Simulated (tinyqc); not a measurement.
Away from the valley: two-band massive Dirac model of the K valleys.

Basis (conduction, valence): H = [[D/2, a t (tau kx - i ky)], [a t (tau kx + i ky), -D/2 + lam tau sz]], valley tau = +/-1, spin sz = +/-1. The gap of a spin and valley is G = D - lam tau sz. Berry curvature Omega = curl of i<u|grad u>; for the conduction band Omega_c = -tau 2 a^2 t^2 G/(G^2 + 4 a^2 t^2 k^2)^(3/2), and Omega_v = -Omega_c.

Inputs chosen for the exercise (near those used for monolayer WSe2; not measured data):
- a = 3.317 angstrom (lattice constant)
- D = 1.56 eV (gap parameter)
- t = 1.21 eV (effective hopping)
- lam = 0.211 eV (half the valence spin splitting)

Flavour tau = +1, sz = +1. Parabolic transition energy G + 2 a^2 t^2 k^2/G; degree of circular polarisation eta = 2 cos(theta)/(1 + cos^2(theta)). The last column is the Berry flux of the conduction band inside |k|, over 2 pi: -(1 - cos(theta))/2, cos(theta) = G/(transition energy).

Along |k|:

| \|k\| (1/angstrom) | transition (eV) | parabolic (eV) | Omega_c (angstrom^2) | eta | flux/2 pi |
|---|---|---|---|---|---|
| 0.000 | 1.3490 | 1.3490 | -17.704 | 1.0000 | 0.0000 |
| 0.025 | 1.3638 | 1.3639 | -17.132 | 0.9999 | -0.0054 |
| 0.050 | 1.4074 | 1.4087 | -15.589 | 0.9991 | -0.0208 |
| 0.075 | 1.4772 | 1.4833 | -13.482 | 0.9959 | -0.0434 |
| 0.100 | 1.5698 | 1.5878 | -11.236 | 0.9886 | -0.0703 |
| 0.150 | 1.8082 | 1.8864 | -7.351 | 0.9586 | -0.1270 |
| 0.200 | 2.0970 | 2.3043 | -4.713 | 0.9100 | -0.1783 |
| 0.300 | 2.7602 | 3.4984 | -2.067 | 0.7890 | -0.2556 |

What does the comparison show?

The curvature halves at |k| = 0.129 1/angstrom, where 2 a t k = 0.766 G. At 0.3 the parabola is 738 meV too high, eta has fallen only to 0.789, and the flux has reached -0.256 of the -1/2 that a whole cone holds. The real bands leave this model beyond about 0.1 to 0.2 1/angstrom, where trigonal warping and other bands enter.

tinyqc: `OMP_NUM_THREADS=1 python tinyqc.py 1451702 1451703 out.jsonl`; about 0.01 s, one thread, shared Intel(R) Xeon(R) Processor @ 2.30GHz.
